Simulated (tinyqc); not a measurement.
From results back to parameters: valence-band offset from core levels. Five cases, with inputs chosen for the exercise.

Problem. At an interface of A and B the binding energy of the core level of B exceeds that of A by dCL. Binding energy of a core level = (EF - Ev) + CL, with one Fermi level for both sides. Find dEv = Ev(A) - Ev(B) and dEc = Eg2 - Eg1 - dEv with the corrected (second) gaps.

Case 1.

Values chosen (out of a larger set: gaps near those of Si and GaP; not measured data): CL = (41.01, 27.65) eV (depth of a core level below the valence top in bulk A and bulk B); Eg1 = (0.58, 1.18) eV (gap of A: semi-local value, corrected value); Eg2 = (1.63, 2.3) eV (gap of B: semi-local value, corrected value).

dCL = -12.4415 eV

Case 2.

Values chosen (out of a larger set: gaps near those of GaAs and AlAs; not measured data): CL = (91.7, 25.69) eV (depth of a core level below the valence top in bulk A and bulk B); Eg1 = (0.48, 1.48) eV (gap of A: semi-local value, corrected value); Eg2 = (1.43, 2.23) eV (gap of B: semi-local value, corrected value).

dCL = -65.5680 eV

Case 3.

Values chosen (out of a larger set: gaps near those of Si and HfO2; not measured data): CL = (40.95, 88.56) eV (depth of a core level below the valence top in bulk A and bulk B); Eg1 = (0.6, 1.15) eV (gap of A: semi-local value, corrected value); Eg2 = (4.13, 6.01) eV (gap of B: semi-local value, corrected value).

dCL = 50.5909 eV

Case 4.

Values chosen (out of a larger set: gaps near those of InAs and GaSb; not measured data): CL = (65.04, 83.4) eV (depth of a core level below the valence top in bulk A and bulk B); Eg1 = (0.05, 0.44) eV (gap of A: semi-local value, corrected value); Eg2 = (0.1, 0.84) eV (gap of B: semi-local value, corrected value).

dCL = 17.8287 eV

Case 5.

Values chosen (out of a larger set: gaps near those of Si and Ge; not measured data): CL = (92.49, 24.34) eV (depth of a core level below the valence top in bulk A and bulk B); Eg1 = (0.63, 1.19) eV (gap of A: semi-local value, corrected value); Eg2 = (0.1, 0.77) eV (gap of B: semi-local value, corrected value).

dCL = -68.8632 eV

Find: dEv; dEc.

Solution. dCL = (EF - Ev(B)) + CL_B - (EF - Ev(A)) - CL_A = dEv + CL_B - CL_A; the Fermi level drops out.

Case 1.

dEv = 0.92 eV
dEc = 0.20 eV

Case 2.

dEv = 0.44 eV
dEc = 0.31 eV

Case 3.

dEv = 2.98 eV
dEc = 1.88 eV

Case 4.

dEv = -0.53 eV
dEc = 0.93 eV

Case 5.

dEv = -0.71 eV
dEc = 0.29 eV

Computed by tinyqc, one run a case: `OMP_NUM_THREADS=1 python tinyqc.py N N+1 out.jsonl` with N = 1850622, 1850625, 1850645, 1850686, 1850699; one thread of a shared Intel(R) Xeon(R) Processor @ 2.30GHz, about 0.01 s a run at most.
